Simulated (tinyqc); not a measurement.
The three schemes as the step is halved: finite-difference solution of the diffusion equation on a small grid. Computed by tinyqc, a small Python program. Command: `OMP_NUM_THREADS=1 python tinyqc.py 3020664 3020665 out.jsonl fdiff walk`. One thread of a shared host (Intel(R) Xeon(R) Processor @ 2.30GHz), about 0.01 s of CPU time with the checks.

dC/dt = D d2C/dx2 on nodes x_j = j dx, j = 0..11; the far end is sealed.

Inputs (values chosen for the exercise):

| quantity | value | unit |
|---|---|---|
| diffusivity D | 0.65 | nm^2/s |
| grid spacing dx | 5 | nm |
| time step dt | 50 | s |
| final time t_f | 800 | s |
| surface value C_s | 49 | % of a reference |

Boundary at x = 0: fixed surface value. Scheme: Crank-Nicolson.

start values C_j, j = 0, 1, ... (% of a reference): 0  0  0  0  0  0  0  0  0  0  0  0

Method:
- The operator M acts as (M C)_j = C_(j-1) - 2 C_j + C_(j+1); at the sealed far end a mirror node gives 2 C_(N-2) - 2 C_(N-1); at j = 0, C_0 is held at C_s from the start (row of zeros).
- r = D dt/dx^2.
- The mode of M with eigenvalue mu has its amplitude multiplied per step by g = (1 + (1 - theta) r mu)/(1 - theta r mu), with theta = 0 explicit, 1 implicit, 1/2 Crank-Nicolson; the explicit scheme is stable for r up to 2/|mu_min|.
- With r = D dt/dx^2: (1 - theta r M) C(new) = (1 + (1 - theta) r M) C(old); theta = 0 explicit, 1 implicit, 1/2 Crank-Nicolson.
- Each run reaches t_f in n equal steps; errors are the largest difference from exp(M D t_f/dx^2) C(0). A dash marks unstable explicit runs.

largest stable r of the explicit scheme = 0.502558

Largest error at t_f (%):

| steps n | r | explicit | implicit | Crank-Nicolson |
|---|---|---|---|---|
| 4 | 5.20000 | - | 1.4407 | 4.0680e+00 |
| 8 | 2.60000 | - | 0.7020 | 1.5478e-01 |
| 16 | 1.30000 | - | 0.3431 | 8.7504e-03 |
| 32 | 0.65000 | - | 0.1691 | 2.1887e-03 |
| 64 | 0.32500 | 0.082351 | 0.0839 | 5.4726e-04 |
| 128 | 0.16250 | 0.041374 | 0.0418 | 1.3682e-04 |
| 256 | 0.08125 | 0.020735 | 0.0208 | 3.4205e-05 |

What does the comparison show, and why?

From the last two rows, halving the step divides the error by 2.00 (explicit), 2.00 (implicit), 4.00 (Crank-Nicolson): a factor 2 marks first order in dt and 4 second order. The explicit scheme needs n of at least 42 to be stable; the other two are stable at any step.

Extremes, crossings and ranges named in words are read from the listed rows.
